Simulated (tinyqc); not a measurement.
Inside a calculation: Tamm state at the end of a one-band chain. Values are carried at full precision from step to step, so a last printed digit may differ when a step is redone from the rounded ones.

A half-infinite chain with site energy 0 and hopping -t, band E = -2t cos(ka); the end site has energy D. The surface Green function of the unperturbed half chain is g = (E -/+ sqrt(E^2 - 4t^2))/(2t^2), the root with |t g| <= 1 and Im g <= 0, and with the shift G = g/(1 - D g).

Inputs chosen for the exercise:
- t = 1.96 eV (hopping)
- D = -3.05 eV (shift of the end site)
- a = 2.6 angstrom (spacing)
- N = 8 (sites)
- E = -2.51 eV (energy in the band)

## The bound state

Amplitudes z^n solve the chain for E = -t (z + 1/z); the end site demands z = -t/D, bound if |z| < 1. Then E = D + t^2/D, weight on the end site 1 - z^2, decay length -a/ln|z|.

z = 0.6426
E = -4.3095 eV
weight on the end site = 0.5870
decay length of the amplitude = 5.880 angstrom

The state lies 0.3895 eV below the band, and its amplitude keeps its sign from site to site.

## A finite chain

Write H for N sites.

H (eV), lower triangle:
```
        1       2       3       4       5       6       7  8
1  -3.050
2  -1.960       0
3       0  -1.960       0
4       0       0  -1.960       0
5       0       0       0  -1.960       0
6       0       0       0       0  -1.960       0
7       0       0       0       0       0  -1.960       0
8       0       0       0       0       0       0  -1.960  0
```

## Levels of the finite chain

Diagonalise; give the weight of each level on site 1.

levels (eV): -4.3086  -3.4998  -2.5198  -1.2008  0.2696  1.6908  2.8703  3.6484

weights on site 1: 0.5906  0.0854  0.1032  0.0894  0.0659  0.0409  0.0194  0.0050

The split-off level differs from the half-infinite value by +0.896 meV, the pull of the far end.

## Local density of states in the band

Form g and G at E; the surface density is -Im G/pi, the bulk density 1/(pi sqrt(4t^2 - E^2)).

g = -0.3267-0.3919i 1/eV
G = 0.3270-0.2743i 1/eV

densities (1/eV): clean end 0.1247, shifted end 0.0873, bulk 0.1057

## Checks

- Pole of G, 1 - D g(E) = 0, at the bound level: both 1.00000.

(tinyqc, `OMP_NUM_THREADS=1 python tinyqc.py 1481066 1481067 out.jsonl`, Intel(R) Xeon(R) Processor @ 2.30GHz, 1 thread, shared host, about 0.01 s.)
